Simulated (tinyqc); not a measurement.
Single-photon avalanche diode, trigger probability and counting: one step of the calculation.

A multiplication layer of width W with the uniform field V/W; alpha = an exp(-bn/E) for electrons, beta = ap exp(-bp/E) for holes (local model, no dead space). a = alpha W, b = beta W. Electrons enter at x = 0, holes at x = W. P0 is the probability that an electron entering at 0 starts a lasting avalanche, PW the same for a hole entering at W.

Task. Ionisation integrals at and above breakdown. Breakdown: ln(a/b) = a - b with a not equal to b. VB is given; V = VB + Vx.

Parameters, values chosen for the exercise; ionisation coefficients close to those of silicon:
- an = 6.96e5 1/cm (electron prefactor)
- bn = 1.24 MV/cm (electron field)
- ap = 1.55e6 1/cm (hole prefactor)
- bp = 2.03 MV/cm (hole field)
- W = 2 um (width of the multiplication layer)
- Vx = 4.9 V (excess bias)

breakdown voltage VB = 59.735166 V

Wanted: E at VB; a at VB; b at VB; E at V; a; b.

Result.

E at VB = 0.29868 MV/cm
a at VB = 2.1908
b at VB = 0.34642
E at V = 0.32318 MV/cm
a = 3.0011
b = 0.57994

At VB, ln(a/b) = 1.844 equals a - b.

Numbers from tinyqc (`OMP_NUM_THREADS=1 python tinyqc.py 2630064 2630065 out.jsonl`; about 0.01 s on one thread of a shared Intel Xeon 2.30GHz).
